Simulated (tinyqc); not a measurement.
Gate-all-around wire, scale length and short-channel effects: course of the iteration: decay constant by Newton steps.

A round wire of diameter ts in an insulator shell of thickness ti under a surrounding gate. Below threshold the potential that source and drain add obeys Laplace's equation and vanishes on the gate. Its lowest mode decays along the channel as exp(-k y); k is the smallest positive root of the matching condition at the interface, and the scale length is Lambda = pi/k.

f(k) = ei J0(u)[J1(u) Y0(v) - Y1(u) J0(v)] - eps_r J1(u)[J0(u) Y0(v) - Y0(u) J0(v)], u = k ts/2, v = u + k ti; f' by a central difference with +/- 1e-5 1/nm; k(new) = k - f/f'.

Stop when k changes by less than 1e-10 1/nm, or after 30 iterations. The rule counts as met only at the smallest positive root.

Values chosen for this exercise; permittivities: semiconductor close to that of silicon, insulator close to that of aluminium oxide: relative permittivity of the semiconductor eps_r = 11.7; relative permittivity of the insulator ei = 8.86; insulator thickness ti = 5 nm; wire diameter ts = 9.1 nm.

k at the start = 0.444 1/nm

Course of the iteration:
```
iteration,k (1/nm),|change| (1/nm)
1,0.602864,0.159
2,0.582803,0.0201
3,0.584098,1.30e-3
4,0.584103,4.93e-6
5,0.584103,7.19e-11
```

Did this iteration meet its convergence test, and what does its course show?

No. The steps settle after 5 iterations, but on k = 0.5841 1/nm, which is not the smallest positive root, so the wanted result is missed. A rerun from k = 0.245 1/nm, next to the first change of sign of f, gives 0.2339 1/nm.

Computed by the program tinyqc: `OMP_NUM_THREADS=1 python tinyqc.py 2420064 2420065 out.jsonl`, one thread of a shared Intel Xeon 2.30GHz, about 0.01 s for the whole run.
